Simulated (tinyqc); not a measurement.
Magnetisation curve: two coupled magnetic layers: synthetic antiferromagnet, spin flop, exchange bias and magnetoresistance. Computed by tinyqc, a small Python program. Command: `OMP_NUM_THREADS=1 python tinyqc.py 3011975 3011976 out.jsonl saf walk`. One thread of a shared host (Intel(R) Xeon(R) Processor @ 2.30GHz), about 0.3 s of CPU time with the checks.

Moments lie in the plane at the angles p1, p2 from the field. Energy per area: E = J1 cos(p1 - p2) + J2 cos^2(p1 - p2) - B M_s (t1 cos p1 + t2 cos p2) + K (t1 sin^2 p1 + t2 sin^2 p2).

Inputs (values chosen for the exercise, for a model stack): saturation magnetisation M_s = 1070 kA/m; thickness t1 = 4.2 nm; thickness t2 = 4.2 nm; antiferromagnetic coupling J1 = 0.83 mJ/m^2; biquadratic coupling J2 = 0.013 mJ/m^2; in-plane anisotropy K = 0.55 kJ/m^3; field over the saturation field = 0.48.

Field direction: along the easy axis.

Method. The parallel state is stable while the Hessian at p1 = p2 = 0 is positive: with c = J1 + 2 J2 and u = B M_s + 2K, (u t1 - c)(u t2 - c) > c^2, so B_sat M_s = c (1/t1 + 1/t2) - 2K. B_K = 2K/M_s. The lowest minimum of E over both angles (from five starts; of two mirror images the one with p1 >= 0, and for equal layers |p1| <= |p2|).

saturation field B_sat = 379.924 mT

Equilibrium states:
```
B/B_sat  B (mT)  p1 (degrees)  p2 (degrees)  m/m_sat
0.02       7.60         0.000       -180.00   0.0000
0.06      22.80        86.338        -86.34   0.0639
0.12      45.59        82.666        -82.67   0.1276
0.20      75.98        77.740        -77.74   0.2124
0.30     113.98        71.495        -71.50   0.3174
0.45     170.97        61.813        -61.81   0.4724
0.60     227.95        51.449        -51.45   0.6232
0.80     303.94        35.257        -35.26   0.8166
0.95     360.93        17.233        -17.23   0.9551
1.10     417.92         0.000          0.00   1.0000
```

What follows from these numbers?

The collinear state is the lowest in 1 row(s), with m/m_sat = (t1 - t2)/(t1 + t2) = 0.000; then the moments are canted and close at B_sat. The largest gap between m/m_sat and B/B_sat in the canted rows is 0.023: J2 bends the curve.

Extremes, crossings and ranges named in words are read from the listed rows.
